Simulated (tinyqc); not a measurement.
Inside a calculation: type-II superlattice in the two-band Kane model. Values are carried at full precision from step to step, so a last printed digit may differ when a step is redone from the rounded ones.

Motion along the axis, period d = a + b, c = hbar^2/2m0. Conduction and light-hole bands couple: (E - Ec)(E - Ev) = Ep c k^2 in each layer, with mass m(E) = (E - Ev)/Ep, which may be negative. The conduction envelope psi and psi'/m(E) are continuous; a layer carries them by [[cos kt, (m/k) sin kt], [-(k/m) sin kt, cos kt]] (cosh and sinh for k^2 < 0), and cos(q d) = tr(M_B M_A)/2. C1 is the first miniband above EvB, with its bottom at tr/2 = +1 and its top at -1; the gap is the bottom of C1 less the top heavy-hole level HH1.

Constants: hbar^2/2m0 = 3.80998211 eV angstrom^2; hc = 1239.841984 eV nm.

Parameters, chosen for this exercise (near those of an InAs/GaSb superlattice; not measured data): a = 32 angstrom (layer A); b = 56 angstrom (layer B); EcA = 0 eV (conduction edge of A); EvA = -0.422 eV (valence edge of A); EcB = 0.991 eV (conduction edge of B); EvB = 0.171 eV (valence edge of B); EpA = 14.3 eV (coupling energy in A); EpB = 17.7 eV (coupling energy in B); E = 0.419 eV (trial energy); mhA = 0.33 m0 (heavy hole in A); mhB = 0.27 m0 (heavy hole in B).

## Wave numbers and masses at one energy

Give k^2 and m(E) in both layers.

Layers:

| layer | k^2 (1/angstrom^2) | m(E) (m0) |
|---|---|---|
| A | 0.0064677 | 0.05881 |
| B | -0.0021035 | 0.01401 |

In B the decay constant is 0.0459 1/angstrom; across the gap of B it peaks at mid-gap, at 0.0499, and vanishes at both edges.

## Transfer matrices

Form M_A, M_B and half the trace of their product.

M_A (angstrom units):
```
          1         2
1  -0.84293   0.39344
2  -0.73572  -0.84293
```

M_B (angstrom units):
```
        1       2
1  6.5608  1.9809
2  21.225  6.5608
```

tr/2 = -2.0836

E lies in a gap of the coupled bands.

## Edges and effective gap

Heavy holes are uncoupled: with e = EvB - E, p = sqrt(mhB e/c), w = sqrt(mhA (EvB - EvA - e)/c), the top level HH1 at q = 0 solves (p/mhB) tan(p b/2) = (w/mhA) tanh(w a/2).

C1 is the first miniband above EvB: bottom at tr/2 = +1, top at -1. The gap is its bottom less HH1; cut-off wavelength hc/gap.

bottom of C1 = 0.3706 eV
top of C1 = 0.4022 eV
HH1 = 0.1398 eV
gap = 0.2307 eV
cut-off = 5.37 micrometre

The bulk edges overlap by 171 meV; confinement lifts the electrons by 371 meV and lowers the holes by 31 meV, which opens the gap. It is 0.55 of the smaller bulk gap.

## Electron mass along the axis

m_z = -2 c f'/d^2 with f = tr/2 differentiated at the bottom of C1 (central difference of 1e-6 eV); compare the bulk edge mass (EcA - EvA)/EpA.

f' = -61.44 1/eV
m_z = 0.0605 m0
bulk edge mass of A = 0.0295 m0

## Checks

- Bottom of C1 from the two-band matrix on a staggered grid of 0.5 angstrom against the transfer matrix, eV: both 0.371.

Program tinyqc; command `OMP_NUM_THREADS=1 python tinyqc.py 1252710 1252711 out.jsonl`; about 0.05 s on one thread of a shared Intel(R) Xeon(R) Processor @ 2.30GHz.
